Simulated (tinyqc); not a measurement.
Interband optics of a two-band s-p chain from momentum matrix elements: one step. Transitions on the mesh. Two cases, with inputs chosen for the exercise.

Problem. At each k_j = (j + 1/2)/N (2 pi/a) up to the zone edge give D = Ec - Ev, w = |<c|W|v>|^2 and f = w/(c D), c = hbar^2/2m0; the other half of the zone repeats the values.

H(k) = [[Es - 2 ts cos ka, 2i V sin ka], [-2i V sin ka, Ep_ + 2 tp cos ka]] in the basis s, p; the lower band is full, with two electrons a cell. The velocity operator times hbar is W = dH/dk (eV angstrom); intra-atomic dipoles are left out.

Constants: hbar^2/2m0 = 3.80998211 eV angstrom^2.

Case 1.

Values chosen: a = 2.31 angstrom (period); Es = 3.43 eV (upper orbital (s)); Ep_ = -1.94 eV (lower orbital (p)); ts = 0.65 eV (s-s hopping); tp = 0.62 eV (p-p hopping); V = 1.63 eV (s-p hopping); N = 10 (k points).

Case 2.

Values chosen: a = 2.91 angstrom (period); Es = 2.44 eV (upper orbital (s)); Ep_ = -2.05 eV (lower orbital (p)); ts = 0.47 eV (s-s hopping); tp = 0.23 eV (p-p hopping); V = 0.81 eV (s-p hopping); N = 10 (k points).

Give: Transitions.

Solution.

Case 1.

Transitions:
```
k (2 pi/a)  D (eV)  w (eV^2 angstrom^2)      f
0.0500      3.5759               29.227  2.145
0.1500      6.5464                0.503  0.020
0.2500      8.4467                5.128  0.159
0.3500      8.6559               24.561  0.745
0.4500      8.0422               51.276  1.673
```

D runs from 3.576 to 8.656 eV on the mesh; f is largest at k = 0.0500.

Case 2.

Transitions:
```
k (2 pi/a)  D (eV)  w (eV^2 angstrom^2)      f
0.0500      3.3134               16.676  1.321
0.1500      4.5076                1.679  0.098
0.2500      5.5369                1.421  0.067
0.3500      5.9243               10.330  0.458
0.4500      5.9069               20.478  0.910
```

D runs from 3.313 to 5.924 eV on the mesh; f is largest at k = 0.0500.

Computed by tinyqc, one run a case: `OMP_NUM_THREADS=1 python tinyqc.py N N+1 out.jsonl` with N = 1652091, 1652394; one thread of a shared Intel(R) Xeon(R) Processor @ 2.30GHz, about 0.01 s a run at most.
